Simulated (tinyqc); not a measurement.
Length of a polyene: Hueckel, PPP and singles CI along the polyenes. Computed by the program tinyqc. Command: `OMP_NUM_THREADS=1 python tinyqc.py 111061 111062 out.jsonl`; one thread of a shared host (Intel(R) Xeon(R) Processor @ 2.60GHz), about 0.07 s.

All-trans chains of carbon centres 1.40 angstrom apart:
```
parameter                               value
beta (eV), times 1 +/- alternation  -2.610000
alternation                                 0
W (eV)                              11.160000
gamma_rr (eV)                       10.540000
repulsion formula                          MN
```

Hueckel uses the same beta without repulsion; CIS keeps all single excitations and so misses the low, doubly excited 2Ag state. W is the valence ionisation energy of a centre, MN the Mataga-Nishimoto formula, f the oscillator strength.

Gaps and excitations (eV):
```
centres  Hueckel gap  PPP orbital gap  bright singlet (CIS)      f  lowest triplet (CIS)
2              5.220           10.426                 7.887  0.676                 2.553
4              3.226            7.792                 5.492  1.182                 1.457
6              2.323            6.454                 4.329  1.709                 0.958
8              1.813            5.634                 3.632  2.225                 0.680
10             1.486            5.076                 3.161  2.722                 0.505
12             1.258            4.671                 2.819  3.195                 0.386
```

The Hueckel gap tends to 4 x alternation x |beta| = 0.00 eV for long chains (zero without alternation, falling as 1/N). Exchange opens the PPP orbital gap, and the attraction of electron and hole brings the bright state 1.85 eV below it at 12 centres; the triplet lies 2.43 eV lower still.
